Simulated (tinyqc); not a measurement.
RHF in the sto-3g basis, for BeH2, spin multiplicity 1, step by step. One step of it, computed by the program tinyqc.

Task: Iteration 2: building the Fock matrix. J_ij = sum D_kl (ij|kl), K_ij = sum D_kl (ik|jl); F = H + J - 0.5 K; E = tr D H + tr D J / 2 - 0.25 tr D K + E_nn.

D after iteration 1, lower triangle:
```
            1Be 1s    1Be 2s   1Be 2px    1Be 2py   1Be 2pz      2H 1s     3H 1s
1Be 1s    2.074188
1Be 2s   -0.286594  1.139894
1Be 2px   0.000000  0.000000  0.000000
1Be 2py   0.000000  0.000000  0.000000   0.967856
1Be 2pz  -0.024036  0.085702  0.000000   0.000000  0.006844
2H 1s    -0.125803  0.358036  0.000000   0.278942  0.019882   0.541599
3H 1s    -0.125803  0.358036  0.000000  -0.278942  0.019882  -0.051769  0.541599
```

core Hamiltonian H = T + V (hartree), lower triangle:
```
            1Be 1s     1Be 2s    1Be 2px    1Be 2py    1Be 2pz      2H 1s      3H 1s
1Be 1s   -8.476591
1Be 2s   -2.090427  -2.699228
1Be 2px   0.000000   0.000000  -2.180888
1Be 2py   0.000000   0.000000   0.000000  -2.330340
1Be 2pz  -0.001543  -0.015155   0.000000   0.000000  -2.181666
2H 1s    -0.237746  -0.777081   0.000000  -0.901930  -0.066050  -1.836592
3H 1s    -0.237746  -0.777081   0.000000   0.901930  -0.066050  -0.023955  -1.836592
```

Two-electron integrals (ij|kl) in chemists' order, unique and non-zero (hartree):
```
(11|11) 2.298831    (21|11) 0.392036    (21|21) 0.079539    (22|11) 0.570988
(22|21) 0.143041    (22|22) 0.417683    (31|31) 0.014607    (32|31) 0.021888
(32|32) 0.092265    (33|11) 0.569578    (33|21) 0.143083    (33|22) 0.417589
(33|33) 0.449859    (41|41) 0.014607    (42|41) 0.021888    (42|42) 0.092265
(43|43) 0.024249    (44|11) 0.569578    (44|21) 0.143083    (44|22) 0.417589
(44|33) 0.401360    (44|44) 0.449859    (51|51) 0.014607    (52|51) 0.021888
(52|52) 0.092265    (53|53) 0.024249    (54|54) 0.024249    (55|11) 0.569578
(55|21) 0.143083    (55|22) 0.417589    (55|33) 0.401360    (55|44) 0.401360
(55|55) 0.449859    (61|11) 0.043353    (61|21) 0.008791    (61|22) 0.015953
(61|33) 0.015850    (61|41) 0.000779    (61|42) 0.001473    (61|44) 0.016166
(61|51) 0.000056    (61|52) 0.000106    (61|54) 0.000023    (61|55) 0.015852
(61|61) 0.001019    (62|11) 0.131687    (62|21) 0.033615    (62|22) 0.110657
(62|33) 0.106168    (62|41) 0.004315    (62|42) 0.029015    (62|44) 0.119459
(62|51) 0.000311    (62|52) 0.002094    (62|54) 0.000959    (62|55) 0.106237
(62|61) 0.004111    (62|62) 0.048482    (63|31) 0.002706    (63|32) 0.013514
(63|43) 0.004710    (63|53) 0.000340    (63|63) 0.003792    (64|11) 0.151682
(64|21) 0.039113    (64|22) 0.134475    (64|33) 0.126646    (64|41) 0.006842
(64|42) 0.044534    (64|44) 0.149919    (64|51) 0.000299    (64|52) 0.002239
(64|54) 0.001340    (64|55) 0.126718    (64|61) 0.004941    (64|62) 0.066158
(64|64) 0.092161    (65|11) 0.010947    (65|21) 0.002823    (65|22) 0.009705
(65|33) 0.009140    (65|41) 0.000299    (65|42) 0.002239    (65|44) 0.010140
(65|51) 0.002727    (65|52) 0.013675    (65|54) 0.004782    (65|55) 0.009825
(65|61) 0.000357    (65|62) 0.004775    (65|64) 0.006378    (65|65) 0.004253
(66|11) 0.304212    (66|21) 0.078868    (66|22) 0.292091    (66|33) 0.272170
(66|41) 0.010460    (66|42) 0.094682    (66|44) 0.331268    (66|51) 0.000755
(66|52) 0.006833    (66|54) 0.004265    (66|55) 0.272478    (66|61) 0.009753
(66|62) 0.171017    (66|64) 0.245144    (66|65) 0.017692    (66|66) 0.774606
(71|11) 0.043353    (71|21) 0.008791    (71|22) 0.015953    (71|33) 0.015850
(71|41) -0.000779   (71|42) -0.001473   (71|44) 0.016166    (71|51) 0.000056
(71|52) 0.000106    (71|54) -0.000023   (71|55) 0.015852    (71|61) 0.000930
(71|62) 0.003473    (71|64) 0.003937    (71|65) 0.000306    (71|66) 0.008138
(71|71) 0.001019    (72|11) 0.131687    (72|21) 0.033615    (72|22) 0.110657
(72|33) 0.106168    (72|41) -0.004315   (72|42) -0.029015   (72|44) 0.119459
(72|51) 0.000311    (72|52) 0.002094    (72|54) -0.000959   (72|55) 0.106237
(72|61) 0.003473    (72|62) 0.022438    (72|64) 0.025636    (72|65) 0.002201
(72|66) 0.057660    (72|71) 0.004111    (72|72) 0.048482    (73|31) 0.002706
(73|32) 0.013514    (73|43) -0.004710   (73|53) 0.000340    (73|63) 0.001261
(73|73) 0.003792    (74|11) -0.151682   (74|21) -0.039113   (74|22) -0.134475
(74|33) -0.126646   (74|41) 0.006842    (74|42) 0.044534    (74|44) -0.149919
(74|51) -0.000299   (74|52) -0.002239   (74|54) 0.001340    (74|55) -0.126718
(74|61) -0.003937   (74|62) -0.025636   (74|64) -0.028905   (74|65) -0.002482
(74|66) -0.066282   (74|71) -0.004941   (74|72) -0.066158   (74|74) 0.092161
(75|11) 0.010947    (75|21) 0.002823    (75|22) 0.009705    (75|33) 0.009140
(75|41) -0.000299   (75|42) -0.002239   (75|44) 0.010140    (75|51) 0.002727
(75|52) 0.013675    (75|54) -0.004782   (75|55) 0.009825    (75|61) 0.000306
(75|62) 0.002201    (75|64) 0.002482    (75|65) 0.001472    (75|66) 0.005730
(75|71) 0.000357    (75|72) 0.004775    (75|74) -0.006378   (75|75) 0.004253
(76|11) 0.004002    (76|21) 0.000991    (76|22) 0.002820    (76|33) 0.002789
(76|44) 0.002875    (76|51) 0.000021    (76|52) 0.000105    (76|55) 0.002794
(76|61) 0.000111    (76|62) 0.000764    (76|64) 0.000937    (76|65) 0.000083
(76|66) 0.002053    (76|71) 0.000111    (76|72) 0.000764    (76|74) -0.000937
(76|75) 0.000083    (76|76) 0.000019    (77|11) 0.304212    (77|21) 0.078868
(77|22) 0.292091    (77|33) 0.272170    (77|41) -0.010460   (77|42) -0.094682
(77|44) 0.331268    (77|51) 0.000755    (77|52) 0.006833    (77|54) -0.004265
(77|55) 0.272478    (77|61) 0.008138    (77|62) 0.057660    (77|64) 0.066282
(77|65) 0.005730    (77|66) 0.152764    (77|71) 0.009753    (77|72) 0.171017
(77|74) -0.245144   (77|75) 0.017692    (77|76) 0.002053    (77|77) 0.774606
```

nuclear repulsion = 2.59066051 hartree

Give: Coulomb J; exchange K; Fock matrix F; total energy of this density.

Result:

Coulomb J (hartree), lower triangle:
```
         1Be 1s  1Be 2s  1Be 2px  1Be 2py  1Be 2pz   2H 1s   3H 1s
1Be 1s   6.4155
1Be 2s   1.2430  2.6029
1Be 2px  0.0000  0.0000   2.5472
1Be 2py  0.0000  0.0000   0.0000   2.7031
1Be 2pz  0.0048  0.0287   0.0000   0.0000   2.5481
2H 1s    0.1384  0.7208   0.0000   0.8918   0.0669  2.0783
3H 1s    0.1384  0.7208   0.0000  -0.8918   0.0669  0.0181  2.0783
```

exchange K (hartree), lower triangle:
```
         1Be 1s  1Be 2s  1Be 2px  1Be 2py  1Be 2pz    2H 1s   3H 1s
1Be 1s   4.6411
1Be 2s   0.8186  0.8733
1Be 2px  0.0000  0.0000   0.1738
1Be 2py  0.0000  0.0000   0.0000   0.8890
1Be 2pz  0.0007  0.0589   0.0000   0.0000   0.1783
2H 1s    0.0951  0.4223   0.0000   0.4866   0.0356   0.8218
3H 1s    0.0951  0.4223   0.0000  -0.4866   0.0356  -0.0042  0.8218
```

Fock matrix F (hartree), lower triangle:
```
          1Be 1s   1Be 2s  1Be 2px  1Be 2py  1Be 2pz    2H 1s    3H 1s
1Be 1s   -4.3816
1Be 2s   -1.2567  -0.5330
1Be 2px   0.0000   0.0000   0.2795
1Be 2py   0.0000   0.0000   0.0000  -0.0717
1Be 2pz   0.0029  -0.0159   0.0000   0.0000   0.2773
2H 1s    -0.1468  -0.2674   0.0000  -0.2534  -0.0169  -0.1692
3H 1s    -0.1468  -0.2674   0.0000   0.2534  -0.0169  -0.0038  -0.1692
```

total energy of this density = -15.182972 hartree

This density is a damped mixture and is not idempotent.
